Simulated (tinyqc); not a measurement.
# Trench capacitor in an array: capacitance, non-linearity, leakage and relaxation: charge lost after writing

A film between two metal electrodes, each interface adding a series capacitance ci. The small-signal permittivity is ek (1 + aq E^2); the field is found with the linear permittivity. Leakage J = J0 sinh(E/Ef). After a voltage step the film passes a relaxation current kr C V tt^(-nr), tt being the time in seconds. The sidewall is a coaxial capacitor with radii a = dm/2 - t and b = dm/2, depth AR dm; the end face is left out.

Planar film: Cf = eps0 ek/t, 1/C = 1/Cf + 2/ci, EOT = 3.9 eps0/C, effective permittivity C t/eps0, E = (V/t) C/Cf. A capacitor written for t0 and then left open loses, as a share of C V, kr (tt^(1 - nr) - t0^(1 - nr))/(1 - nr) by relaxation and J tt/(C V) by leakage; both are taken as small, and rows far outside that range are left out.

Values chosen for this exercise; permittivity of the order of that of strontium titanate:

| symbol | value | unit | meaning |
|---|---|---|---|
| ek | 161 |  | relative permittivity of the film |
| t | 8.8 | nm | film thickness |
| ci | 270 | uF/cm^2 | capacitance of each electrode interface (dead layer and screening) |
| aq | -0.066 | cm^2/MV^2 | quadratic field coefficient of the permittivity |
| V | 1.5 | V | bias |
| nr | 0.968 |  | exponent of the relaxation current |
| kr | 0.00021 |  | strength of the relaxation |
| J0 | 2.9e-10 | A/cm^2 | leakage prefactor |
| Ef | 0.42 | MV/cm | field for an e-fold rise of the leakage |
| t0 | 2e-8 | s | duration of the write pulse |

Constants: eps0 = 8.8541878128e-14 F/cm where lengths are in cm. Results are converted to the units shown.

The same in every row: leakage current (nA/cm^2) = 5.430.

Charge lost after writing:
```
tt (s)  relaxation current (nA/cm^2)  loss by relaxation (%)  loss by leakage (%)  total loss (%)
1e-6                         2.928e6                 0.04963             2.503e-8         0.04963
1e-5                         3.152e5                 0.08188             2.503e-7         0.08188
0.0001                       3.393e4                  0.1166             2.503e-6          0.1166
0.001                           3652                  0.1540             2.503e-5          0.1540
0.01                           393.2                  0.1942             2.503e-4          0.1944
0.1                            42.32                  0.2375             0.002503          0.2400
1                              4.556                  0.2841              0.02503          0.3091
10                            0.4904                  0.3343               0.2503          0.5846
100                          0.05279                  0.3883                2.503           2.891
```

What does the table show?

The two currents are equal at tt = 0.834 s. The loss by relaxation grows from 0.0496 to 0.388 %, by 0.0323 points over the first decade and 0.0540 over the last, while the loss by leakage grows tenfold a decade. Leakage is the larger loss for tt = 100 s.

Computed by the program tinyqc: `OMP_NUM_THREADS=1 python tinyqc.py 2102024 2102025 out.jsonl`, one thread of a shared Intel Xeon 2.30GHz, about 0.01 s for the whole run.
